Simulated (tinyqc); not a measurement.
Formation energy of a charged point defect from supercell energies: one step, computed by the program tinyqc. Command: `OMP_NUM_THREADS=1 python tinyqc.py 3004819 3004820 out.jsonl formation walk`. One thread of a shared host (Intel(R) Xeon(R) Processor @ 2.30GHz), about 0.01 s of CPU time with the checks.

The host is a compound AB. Making the defect adds n_A = 0, n_B = -1, n_X = 1 atoms to the cell. All total energies are inputs. E_F is counted from the valence-band maximum (VBM); x = 0 is A-rich and x = 1 B-rich growth.

Problem. Chemical potentials. dmu_A = x dH and dmu_B = (1 - x) dH, so that dmu_A + dmu_B = dH; mu = mu(element) + dmu. The impurity is held at its solubility limit: dmu_X = min(0, dH(AX) - dmu_A). The reservoir term is sum n_i mu_i.

Inputs (values chosen for the exercise, with gap and screening modelled on GaP):
```
quantity                      value  unit
mu_B of the pure element     -2.316    eV
formation enthalpy dH of AB  -0.847    eV
growth condition x             0.41     -
mu_X of the pure element     -4.435    eV
formation enthalpy of AX       -1.7    eV
```

Defect: impurity X on a B site. Supercell lattice: bcc.

Give: dmu_A; dmu_B; dmu_X; sum n_i mu_i.

Solution.

dmu_A = -0.34727 eV

dmu_B = -0.49973 eV

dmu_X = -1.35273 eV

sum n_i mu_i = -2.972 eV

The competing phase caps mu_X.
